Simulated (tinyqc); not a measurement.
# Composition from the perpendicular lattice constant

Inverse problem. The layer is x parts of the first compound and 1 - x of the second, grown coherently on the third as substrate and barrier. Rows of the table: lattice constant a, average valence level Ea on an absolute scale, spin-orbit splitting so, gaps at Gamma, X and L, hydrostatic deformation potentials av and ac (Gamma), shear potential b, elastic constants, electron and heavy-hole (along z) masses. All are interpolated linearly in x; gaps get -C x (1 - x), taken wholly in the conduction band; real line-ups can differ from this model by 0.1 eV or more. In-plane strain e = (a_substrate - a)/a, e_z = -2 (c12/c11) e, volume change 2 e + e_z. X-ray diffraction gives a_z = a (1 + e_z) of the coherent layer. Find x, e and the relaxed Gamma gap.

Parameters, values chosen for the exercise: bowing of the Gamma gap CG = 0.65 eV; bowing of the X gap CX = 0.2 eV; bowing of the L gap CL = 1.03 eV.

Binary compounds, values chosen for the exercise:

|  | close to InP | close to GaP | close to GaAs |
|---|---|---|---|
| a (angstrom) | 5.869 | 5.451 | 5.653 |
| Ea (eV) | -7.04 | -7.4 | -6.92 |
| so (eV) | 0.11 | 0.0803 | 0.335 |
| EG (eV) | 1.35 | 2.81 | 1.43 |
| EX (eV) | 2.17 | 2.25 | 1.9 |
| EL (eV) | 1.92 | 2.57 | 1.69 |
| av (eV) | 1.27 | 1.71 | 1.15 |
| ac (eV) | -5.05 | -7.06 | -7.27 |
| b (eV) | -1.7 | -1.77 | -1.69 |
| c11 (GPa) | 99.6 | 139 | 118 |
| c12 (GPa) | 55.8 | 62.3 | 54 |
| me (m0) | 0.0801 | 0.131 | 0.0662 |
| mh (m0) | 0.534 | 0.333 | 0.347 |

lattice constant along the growth direction = 5.64201160 angstrom

Answer. a_z changes steadily with x, about (1 + 2 c12/c11) times as fast as the relaxed lattice constant, so one composition matches.

x = 0.470
e = 0.0981 %
relaxed Gamma gap = 1.96 eV

Numbers from tinyqc (`OMP_NUM_THREADS=1 python tinyqc.py 2690132 2690133 out.jsonl`; about 0.01 s on one thread of a shared Intel Xeon 2.30GHz).
